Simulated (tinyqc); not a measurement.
Off-state leakage of single and stacked transistors: one step of the calculation.

n-channel devices of unit width. Subthreshold current I(Vg, Vs, Vd) = I0 (T/300 K)^0.5 exp[(Vg - Vs - VT(T) - gb (Vs - Vb) + dd (Vd - Vs))/(nf Vt)] (1 - exp(-(Vd - Vs)/Vt)), VT(T) = VT - cT (T - 300 K). Gate-edge tunnelling Ig (Vd/1 V) exp(ag (Vd - 1 V)), for a gate at 0 V, and band-to-band leakage Ab u exp(-Bb/u), u = Vd - Vb + 1 V, flow at a drain held at V; both are taken as independent of T. In a stack of off transistors (all gates at 0 V) the same subthreshold current passes through each.

Task. New Vx. Stack of two, Vx the node between them: I_low = I(0, 0, Vx), I_up = I(0, Vx, V), f = ln(I_up/I_low), f' = -(1 + gb + 2 dd)/(nf Vt) - 1/(Vt (exp(Vx/Vt) - 1)) - 1/(Vt (exp((V - Vx)/Vt) - 1)), Vx(new) = Vx - f/f'.

Values chosen for this exercise; values of the order met in bulk silicon logic transistors:
- T = 330 K (temperature)
- V = 1 V (supply voltage)
- VT = 0.41 V (threshold at 300 K, zero drain and body bias)
- cT = 0.6 mV/K (fall of the threshold with temperature)
- I0 = 0.13 uA/um (current at threshold at 300 K)
- nf = 1.3 (slope factor)
- dd = 0.07 (drain-induced lowering per volt)
- gb = 0.11 (rise of the threshold per volt of source-body bias)
- Vb = 0 V (body voltage)

Constants: q = 1.602176634e-19 C, kB = 1.380649e-23 J/K, Vt = kB T/q. Results are converted to the units shown.

Vx at the start = 0.056 V

Wanted: I_low; I_up; f; f'; Vx after iteration 1.

Result.

I_low = 0.003238 nA/um
I_up = 0.003763 nA/um
f = 0.1503
f' = -39.52 1/V
Vx after iteration 1 = 0.05980 V

Program tinyqc, `OMP_NUM_THREADS=1 python tinyqc.py 2242054 2242055 out.jsonl`; Intel Xeon 2.30GHz, shared host, one thread, about 0.03 s.
